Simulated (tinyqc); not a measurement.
# Changing the width sigma of the defect charge

Model: finite-size error of a charged defect in a periodic cell: Madelung and Makov-Payne terms. Computed by tinyqc, a small Python program. Command: `OMP_NUM_THREADS=1 python tinyqc.py 3030682 3030683 out.jsonl imagecharge sweep`. One thread of a shared host (Intel(R) Xeon(R) Processor @ 2.30GHz), about 0.05 s of CPU time with the checks.

L is the cube root of the cell volume. The defect charge is a Gaussian, rho(r) = q (2 pi sigma^2)^(-3/2) exp(-r^2/2 sigma^2), repeated periodically in a uniform neutralising background and screened by a continuum. The model cell energy is E(L) = E_0 + [periodic - isolated electrostatic energy].

Inputs (values chosen for the exercise, with screening close to that of CdTe):
```
quantity,value,unit
charge q,-2,e
cell length L,10.3,angstrom
dielectric constant eps,10.2,-
formation energy of the isolated defect E_0,3.263,eV
```

Supercell lattice: fcc. Screening: isotropic.

Constants: e^2/(4 pi eps_0) = 14.39964548 eV angstrom.

Method:
- Cell vectors: (0,1,1), (1,0,1), (1,1,0), scaled to volume L^3.
- Ewald sum for a unit point charge: scale each Cartesian component of the cell by 1/sqrt(eps_i), giving R', G' and V'; E = [ (1/2) sum erfc(eta R')/R' + (2 pi/V') sum exp(-G'^2/4 eta^2)/G'^2 - eta/sqrt(pi) - pi/(2 V' eta^2) ] e^2/(4 pi eps_0) / sqrt(eps_x eps_y eps_z), over n_i = -6..6, omitting n = (0,0,0), eta = 2/V'^(1/3). alpha = -2 E eps_g L/(e^2/(4 pi eps_0)), eps_g = (eps_x eps_y eps_z)^(1/3).
- Periodic energy of the Gaussian: (2 pi q^2/V) sum_(G != 0) exp(-sigma^2 G^2)/(G.eps.G) x e^2/(4 pi eps_0), n_i = -k..k with k = max(9, L/sigma rounded up). Isolated energy: q^2/(2 sqrt(pi) sigma) <1/(n.eps.n)> e^2/(4 pi eps_0), the mean over directions n, here 1/eps.

One run for each value:
```
width sigma of the defect charge (angstrom),finite-size error (eV),isolated energy (eV),point-charge correction -q^2 E (eV)
0.70,-0.77583,2.2757,0.79174
0.88,-0.76660,1.8102,0.79174
1.10,-0.75245,1.4482,0.79174
1.40,-0.72810,1.1378,0.79174
1.80,-0.68656,0.8850,0.79174
2.20,-0.63518,0.7241,0.79174
3.50,-0.45232,0.4551,0.79174
```

Give the missing row, width sigma of the defect charge (angstrom) = 2.80.

Computed row; columns: (1) width sigma of the defect charge (angstrom); (2) finite-size error (eV); (3) isolated energy (eV); (4) point-charge correction -q^2 E (eV):
```
(1)        (2)     (3)      (4)
2.80  -0.54749  0.5689  0.79174
```

Interpolating between the two neighbouring rows (linearly) misses most in isolated energy (eV), by 5.5 %. Over the rows, finite-size error (eV) rises from -0.776 to -0.452 (exponent d ln y / d ln x -0.052 between the first rows and -0.86 between the last); isolated energy (eV) falls from 2.28 to 0.455 (exponent d ln y / d ln x about -1.0 throughout); point-charge correction -q^2 E (eV) does not change. The exponent of isolated energy stays at -1: the self-energy goes as 1/sigma. The true error shrinks from 98 % to 57 % of the point-charge term as the charge spreads: a delocalised charge needs less correction.

Caution (rows 2.80, 3.50): the nearest image is closer than five widths, so the tails of the charge clouds overlap and the expansion in 1/L is no longer exact.
